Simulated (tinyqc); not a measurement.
# Changing the interaction slope b

Model: liquidus of a compound AB in a simple-solution melt, liquid-phase epitaxy and vapour pressures. Computed by tinyqc, a small Python program. Command: `OMP_NUM_THREADS=1 python tinyqc.py 3005594 3005595 out.jsonl liq35 sweep`. One thread of a shared host (Intel(R) Xeon(R) Processor @ 2.30GHz), about 0.01 s of CPU time with the checks.

x is the atom fraction of B in the melt. The melt is a simple solution: R T ln gamma_B = W (1 - x)^2, R T ln gamma_A = W x^2, W = a + b T. The solid AB is stoichiometric.

Inputs (values chosen for the exercise, modelled on GaSb for the melt):
```
quantity                                 value       unit
melting point T_F                          983          K
entropy of fusion S_F                     66.8  J/(mol K)
interaction a                             19.8     kJ/mol
saturation temperature T                   610          K
heat of evaporation of A                   251     kJ/mol
entropy of evaporation of A                107  J/(mol K)
heat of evaporation of B as (1/2) B2       107     kJ/mol
entropy of evaporation of B as (1/2) B2   66.2  J/(mol K)
```

Constants: R = 8.314462618 J/(mol K).

Method:
- Liquidus (Vieland): f(x) = R T ln[4 x (1 - x)] + 2 W (1/2 - x)^2 + S_F (T_F - T) = 0.
- Newton steps with f' = (1 - 2x)[R T/(x (1 - x)) - 2 W], from the dilute estimate x = (1/4) exp[-(S_F (T_F - T) + W/2)/(R T)]; stop below 1e-13; f under 1e-6 shown as 0.
- Over the A-rich liquidus: p_A = gamma_A (1 - x) exp(S_A/R - H_A/(R T)), p_B2 = [gamma_B x exp(S_B/R - H_B/(R T))]^2, in bar. Free evaporation is congruent while the A flux over this liquidus is at least the B flux; with A and B2 taken as equal in mass for the estimate, T_c solves p_A = 2 p_B2.

One run for each value:
```
interaction slope b (J/(mol K))  solubility x  W (kJ/mol)  congruent temperature T_c (K)  log10 p_B2
-38.7                               0.0026717      -3.807                         719.02     -17.204
-34.6                               0.0020928      -1.306                         693.75     -16.990
-30.4                               0.0016280       1.256                         668.65     -16.771
-26.3                               0.0012732       3.757                         645.37     -16.557
-22.1                               0.0009893       6.319                         622.92     -16.338
```

What does the table show?

Over the rows, solubility x falls from 0.00267 to 9.89e-4; W (kJ/mol) rises from -3.81 to 6.32; congruent temperature T_c (K) falls from 719 to 623.  Left out: -18.0, -13.8, -9.68 (T too near T_F, or W above 1.5 R T).

Extremes, crossings and ranges named in words are read from the listed rows.
